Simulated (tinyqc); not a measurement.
Capacitance of parallel on-chip lines from Laplace's equation on a mesh: two steps of the calculation.

Cross-section of an endless row of equal lines between two grounded planes; neighbours are driven in antiphase (+1 V and -1 V), so the plane midway between two lines is at 0 V. By symmetry one quarter is solved: x runs from the centre of a line (column 0, mirror) to that midplane (column 4, 0 V), y from the mid-height of the line (row 0, mirror) to the ground plane (row 5, 0 V). The line fills columns 0 to 1 and rows 0 to 2 at 1 V. Cells beside the line (below row 2) have e2, cells above have e1. Each link between nodes has the conductance g = mean permittivity of the two cells beside it (a cell beyond a mirror counts as 0), and the free nodes obey sum g (V_neighbour - V) = 0.

Parameters, values chosen for the exercise:
- e1 = 2.4 (relative permittivity above and below the lines)
- e2 = 3.9 (relative permittivity between the lines)
- om = 1.4 (over-relaxation factor)

Question 1. Link conductances. gx[j, i] joins node (row j, column i) to column i + 1, gy[j, i] to row j + 1.

Find: gx; gy.

Answer 1.

gx:
```
       col 0  col 1  col 2  col 3
row 0  1.950  1.950  1.950  1.950
row 1  3.900  3.900  3.900  3.900
row 2  3.150  3.150  3.150  3.150
row 3  2.400  2.400  2.400  2.400
row 4  2.400  2.400  2.400  2.400
row 5  1.200  1.200  1.200  1.200
```

gy:
```
       col 0  col 1  col 2  col 3  col 4
row 0  1.950  3.900  3.900  3.900  1.950
row 1  1.950  3.900  3.900  3.900  1.950
row 2  1.200  2.400  2.400  2.400  1.200
row 3  1.200  2.400  2.400  2.400  1.200
row 4  1.200  2.400  2.400  2.400  1.200
```

Question 2. Relaxation sweep. One sweep visits the free nodes row by row from row 0, left to right, and replaces V by V + om (weighted mean of the neighbours - V), using new values at once.

V at the start (V):
```
       col 0  col 1  col 2  col 3  col 4
row 0      1      1      0      0      0
row 1      1      1      0      0      0
row 2      1      1      0      0      0
row 3      0      0      0      0      0
row 4      0      0      0      0      0
row 5      0      0      0      0      0
```

gx:
```
       col 0  col 1  col 2  col 3
row 0   1.95   1.95   1.95   1.95
row 1    3.9    3.9    3.9    3.9
row 2   3.15   3.15   3.15   3.15
row 3    2.4    2.4    2.4    2.4
row 4    2.4    2.4    2.4    2.4
row 5    1.2    1.2    1.2    1.2
```

gy:
```
       col 0  col 1  col 2  col 3  col 4
row 0   1.95    3.9    3.9    3.9   1.95
row 1   1.95    3.9    3.9    3.9   1.95
row 2    1.2    2.4    2.4    2.4    1.2
row 3    1.2    2.4    2.4    2.4    1.2
row 4    1.2    2.4    2.4    2.4    1.2
```

Give: V after sweep 1.

Answer 2.

V after sweep 1 (V):
```
        col 0   col 1   col 2   col 3   col 4
row 0  1.0000  1.0000  0.3500  0.1225  0.0000
row 1  1.0000  1.0000  0.4725  0.2082  0.0000
row 2  1.0000  1.0000  0.5547  0.2844  0.0000
row 3  0.3500  0.4725  0.3595  0.2254  0.0000
row 4  0.1225  0.2082  0.1987  0.1484  0.0000
row 5  0.0000  0.0000  0.0000  0.0000  0.0000
```

Numbers from tinyqc (`OMP_NUM_THREADS=1 python tinyqc.py 2790165 2790166 out.jsonl`; about 0.6 s on one thread of a shared Intel Xeon 2.30GHz).
